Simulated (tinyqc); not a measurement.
Internal photoemission over an interface barrier: one step of the calculation.

Electrons are excited from the valence band of a semiconductor over the barrier Phi(F) = P0 - sqrt(q F/(4 pi eps0 ei)), whose top lies at xm = sqrt(q/(16 pi eps0 ei F)). The yield is Y = A (hv - Phi)^p exp(-xm/l), with A = 1 here.

Problem. Threshold from a spectrum. The yields were made at this field with a scatter of 2 %. Fit Y^(1/n) on hv by least squares for n = 2 and n = 3; the zero of the line is the threshold.

hv, point 0 to 5 (eV): [3.83, 3.96, 4.09, 4.22, 4.35, 4.48]
Y, point 0 to 5: [0.002757, 0.01778, 0.05496, 0.1262, 0.2297, 0.3972]

Give: Y^(1/2); Y^(1/3); threshold for n = 2; threshold for n = 3.

Solution.

Y^(1/2), point 0 to 5: [0.05251, 0.1333, 0.2344, 0.3552, 0.4793, 0.6302]
Y^(1/3), point 0 to 5: [0.1402, 0.2610, 0.3802, 0.5016, 0.6124, 0.7351]
threshold for n = 2 = 3.802 eV
threshold for n = 3 = 3.674 eV

Numbers from tinyqc (`OMP_NUM_THREADS=1 python tinyqc.py 2410156 2410157 out.jsonl`; about 0.01 s on one thread of a shared Intel Xeon 2.30GHz).
